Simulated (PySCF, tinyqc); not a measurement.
Worked calculation: LCCD on RHF in the sto-3g basis, for H4, spin multiplicity 1. The lowest restricted solution is unstable here: a spin-polarised one lies 0.0054 hartree lower (PySCF). One step of it, computed by the program tinyqc.

Problem. Orthogonalisation. S = U s U^T; symmetric (Loewdin) form X = U s^(-1/2) U^T, so that X^T S X = 1.

overlap S, order 1H 1s, 2H 1s, 3H 1s, 4H 1s:
$$\begin{pmatrix}
1.000000 & 0.452303 & 0.112717 & 0.014406 \\
0.452303 & 1.000000 & 0.522164 & 0.112717 \\
0.112717 & 0.522164 & 1.000000 & 0.452303 \\
0.014406 & 0.112717 & 0.452303 & 1.000000
\end{pmatrix}$$

Give: eigenvalues of S; X.

Solution.

eigenvalues of S: [0.3077, 0.6488, 1.1557, 1.8877]

X, order 1H 1s, 2H 1s, 3H 1s, 4H 1s:
$$\begin{pmatrix}
1.0976 & -0.2918 & 0.0576 & -0.0077 \\
-0.2918 & 1.2535 & -0.3741 & 0.0576 \\
0.0576 & -0.3741 & 1.2535 & -0.2918 \\
-0.0077 & 0.0576 & -0.2918 & 1.0976
\end{pmatrix}$$
